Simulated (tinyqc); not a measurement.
Field-effect mobility of a thin-film transistor with band-tail and deep states (multiple trapping): one step, computed by the program tinyqc. Command: `OMP_NUM_THREADS=1 python tinyqc.py 3017285 3017286 out.jsonl tft walk`. One thread of a shared host (Intel(R) Xeon(R) Processor @ 2.30GHz), about 0.08 s of CPU time with the checks.

A thick film in accumulation at small drain voltage. Only free electrons move; trapped ones still screen the gate. N_c and mu_0 are held fixed when T changes, leaving out the T^(3/2) growth of N_c. x = E_0 - psi is the distance of the Fermi level below the band edge.

Question. Free and trapped densities. F_j(eta) = int_0^infinity x^j/(1 + exp(x - eta)) dx, without a gamma-function factor. Integrals over x = E/(k_B T) use 160 Gauss-Legendre points in u = sqrt(x) from 0 to sqrt(max(eta, 0) + 32). Free n(x) = N_c (2/sqrt(pi)) F_1/2(-x/k_B T), with F_1/2 from its two-term series in exp(-x/k_B T) for x >= 12 k_B T; tail n_t(x) = int_0^1.2eV g_t exp(-E/E_t)/(1 + exp((x - E)/k_B T)) dE, E counted down from the edge, 120 Gauss-Legendre points; deep charge g_d psi; space charge rho(psi) = n + n_t + g_d psi less its value at psi = 0.

Inputs (values chosen for the exercise, modelled on amorphous In2O3): effective density of states N_c = 3.8e+18 1/cm^3; tail density at the edge g_t = 4.1e+19 1/(eV cm^3); tail width E_t = 22 meV; temperature T = 250 K.

Deep states: included.

Constants: k_B = 8.617333262e-05 eV/K.

Give: Local densities at x = 0.4, 0.3, 0.2, 0.15, 0.1, 0.05, 0 and -0.05 eV.

Answer.

Local densities at x = 0.4, 0.3, 0.2, 0.15, 0.1, 0.05, 0 and -0.05 eV:
```
x (eV)  n (1/cm^3)  n_t (1/cm^3)  n/(n + n_t)
0.40     3.282e+10     1.732e+11       0.1593
0.30     3.404e+12     1.281e+13       0.2099
0.20     3.531e+14     8.439e+14       0.2950
0.15     3.596e+15     6.297e+15       0.3635
0.10     3.651e+16     4.189e+16       0.4657
0.05     3.608e+17     2.173e+17       0.6241
0.00     2.908e+18     6.277e+17       0.8225
-0.05    1.260e+19     8.608e+17       0.9360
```

E_t/k_B T = 1.02: the tail is narrower than about k_B T, so deep in the gap n_t roughly follows n, and the free share changes far less than n does.
